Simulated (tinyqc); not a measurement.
Inside a calculation. Model: composition and strain of an epitaxial Si(1-x)Ge(x) layer from Raman and X-ray peaks. Computed by tinyqc, a small Python program that keeps every step. Command: `OMP_NUM_THREADS=1 python tinyqc.py 3031591 3031592 out.jsonl epiraman walk`. One thread of a shared host (Intel(R) Xeon(R) Processor @ 2.30GHz), about 0.01 s of CPU time with the checks. Intermediate numbers are printed to about 6 digits and carried at full precision; extremes and crossings named in words are read from the listed rows.

A (001) layer, biaxially strained in the plane. The Raman peaks follow empirical lines omega = w0 + c1 x + c3 x^3 + b eps (c3 for Si-Ge alone), with eps the in-plane strain.

Inputs (values chosen for the exercise, modelled on silicon-germanium):
```
quantity,value,unit
Ge fraction x,0.19,-
degree of relaxation R,0.53,-
Ge fraction y of the buffer,0.05,-
lattice constant of Si,5.431,angstrom
lattice constant of Ge,5.658,angstrom
bowing B,0.029,angstrom
2 C12/C11 of Si,0.774,-
2 C12/C11 of Ge,0.746,-
Si-Si: w0,520.7,1/cm
Si-Si: c1,-68.8,1/cm
Si-Si: strain coefficient b,-683,1/cm
Si-Ge: w0,400.2,1/cm
Si-Ge: c1,25.6,1/cm
Si-Ge: c3,-33.3,1/cm
Si-Ge: strain coefficient b,-551,1/cm
Ge-Ge: w0,280.2,1/cm
Ge-Ge: c1,19.1,1/cm
Ge-Ge: strain coefficient b,-455,1/cm
uncertainty of a Raman peak,0.3,1/cm
X-ray wavelength,1.540598,angstrom
```

Substrate: relaxed alloy buffer. Pair of peaks used: Si-Si and Ge-Ge.

## Lattice constants and strain

Relaxed lattice constant a(x) = a_Si + (a_Ge - a_Si) x - B x (1 - x). In-plane constant a_par = a_sub + R (a(x) - a_sub); eps = a_par/a(x) - 1; eps_perp = -(2 C12/C11) eps with 2 C12/C11 linear in x; a_perp = a(x) (1 + eps_perp). The buffer has a_sub = a(y).

relaxed constant a(x) = 5.46967 angstrom

substrate constant a_sub = 5.44097 angstrom

a_par = 5.45618 angstrom

in-plane strain eps = -2.46567 per mille

strain along the normal = 1.89531 per mille

a_perp = 5.48003 angstrom

The layer is under compression in the plane and is stretched along the normal.

## Raman peaks

Insert x and eps in the three lines; the strain part is b eps.

Si-Si peak = 509.312 1/cm

Si-Ge peak = 406.194 1/cm

Ge-Ge peak = 284.951 1/cm

strain parts (1/cm): Si-Si 1.68405, Si-Ge 1.35858, Ge-Ge 1.12188

Read as unstrained, the Si-Si peak would give x = 0.166 in place of 0.19. Caution: near either end one of the like-atom peaks is weak, since its intensity follows the number of such bonds.

## X-ray (004) reflection

Bragg angle theta = arcsin(2 lambda/a) for (004), for the substrate with a_sub and the layer with a_perp; separation in arc seconds.

theta of the substrate = 34.4923 degree

theta of the layer = 34.2121 degree

separation, layer less substrate = -1008.48 arcsec

## Back from two peaks to composition and strain

Unknowns x and eps (per mille). Newton steps: J d = (measured - model), J = [d omega/dx, d omega/d eps] for the two peaks; start at x = 0.5, eps = 0; stop when |d| < 1e-9. The peaks are rounded to 0.001 per cm; R = (a(x)(1 + eps) - a_sub)/(a(x) - a_sub).

peaks used (1/cm): Si-Si 509.312, Ge-Ge 284.951

Iterations:
```
step,x,eps (per mille),residual 1 (1/cm),residual 2 (1/cm)
0,0.500000,0.00000,23.012,-4.799
1,0.190002,-2.46583,0.000,0.000
```

recovered x = 0.190002

recovered eps = -2.46583 per mille

recovered R = 0.53

## Which pair of peaks is best

For each pair invert J = [d omega/dx, d omega/d eps] at the true x. Independent errors of the given size in both peaks give sigma_x and sigma_eps = uncertainty x (norm of the rows of the inverse of J).

Error propagation:
```
pair,det J,sigma_x,sigma_eps (per mille)
Si-Si and Si-Ge,52.9304,0.00497378,0.409386
Si-Si and Ge-Ge,44.3493,0.00555147,0.482998
Si-Ge and Ge-Ge,0.517007,0.414645,16.9028
```

The pair Si-Si and Si-Ge fixes x best (sigma_x = 0.0050) and Si-Ge and Ge-Ge worst (0.41), a factor 83. Strain moves all peaks the same way, so a good pair needs different ratios of composition slope to strain coefficient, best of opposite sign; the slopes here are -68.8, 22.0 and 19.1 per cm for Si-Si, Si-Ge and Ge-Ge. Errors in the coefficients themselves are not counted.

## Relaxation at fixed composition

(004) Bragg angle theta = arcsin(2 lambda/a), with a = a_perp for the layer and a_sub for the substrate; separation = layer less substrate. The apparent x is the one that a fully strained layer (R = 0) would need to give the same a_perp.

Signatures:
```
R,eps (per mille),Si-Si (1/cm),Ge-Ge (1/cm),a_perp (angstrom),(004) separation (arcsec),apparent x if R = 0 is assumed
0.00,-5.24610,511.211,286.216,5.49172,-1306.86,0.190000
0.15,-4.45918,510.674,285.858,5.48842,-1222.57,0.181021
0.30,-3.67227,510.136,285.500,5.48511,-1138.16,0.172022
0.50,-2.62305,509.420,285.022,5.48070,-1025.41,0.159993
0.70,-1.57383,508.703,284.545,5.47628,-912.44,0.147927
0.85,-0.78691,508.165,284.187,5.47298,-827.57,0.138853
1.00,0.00000,507.628,283.829,5.46967,-742.56,0.129759
```

Full relaxation moves the Si-Si peak by -3.58 per cm and shrinks the X-ray separation to 57 % of its strained value, about 1/(1 + 2 C12/C11). A symmetric reflection alone cannot part x from R: a relaxed layer read as strained gives x = 0.130 in place of 0.19. An asymmetric reflection or a second peak is needed.

Checks made by the program: recovered composition (relative difference 1e-05).
